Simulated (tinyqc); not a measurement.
Cahn-Hilliard equation on a periodic one-dimensional grid: one step, computed by the program tinyqc.

Free energy F = h sum_j [A (c_j^2 - 1)^2/4 + (kappa/2) ((c_(j+1) - c_j)/h)^2]; dc/dt = Lap(mu), mu = A (c^3 - c) - kappa Lap(c), Lap(y)_j = (y_(j+1) - 2 y_j + y_(j-1))/h^2, mobility 1; the grid has n = 16 points.

Problem. The first step. Start: c_j = c0 + amplitude x (z_j - mean of z). With Fourier components y_m = sum_j y_j exp(-2 pi i j m/n): c_m(new) = [c_m - dt lambda_m N_m]/(1 + dt kappa lambda_m^2), N = A (c^3 - c), lambda_m = (4/h^2) sin^2(pi m/n).

Inputs (values chosen for the exercise, in reduced units):

| quantity | value | unit |
|---|---|---|
| spacing h | 1.1 | - |
| well depth A | 1.3 | - |
| gradient coefficient kappa | 1.4 | - |
| mean composition c0 | 0.17 | - |
| noise amplitude | 0.02 | - |
| time step dt | 0.19 | - |

Scheme: semi-implicit Fourier.

random numbers: -0.926  -0.183  0.370  0.949  -0.678  0.657  0.950  0.141  -0.918  0.151  0.203  0.180  -0.770  0.296  -0.041  -0.243

Give: c at the start; mu at the start; c after one step; F at the start; F after one step.

Solution.

c at the start: 0.15131  0.16617  0.17723  0.18881  0.15627  0.18297  0.18883  0.17265  0.15147  0.17285  0.17389  0.17343  0.15443  0.17575  0.16901  0.16497

mu at the start: -0.22519  -0.20566  -0.22376  -0.18565  -0.26673  -0.20578  -0.21122  -0.21197  -0.24163  -0.19445  -0.21748  -0.19722  -0.24262  -0.18895  -0.21656  -0.19749

c after one step: 0.15365  0.16517  0.17829  0.18330  0.16429  0.18069  0.18704  0.17190  0.15595  0.16956  0.17433  0.17108  0.15969  0.17216  0.16992  0.16298

F at the start = 5.3956

F after one step = 5.3946
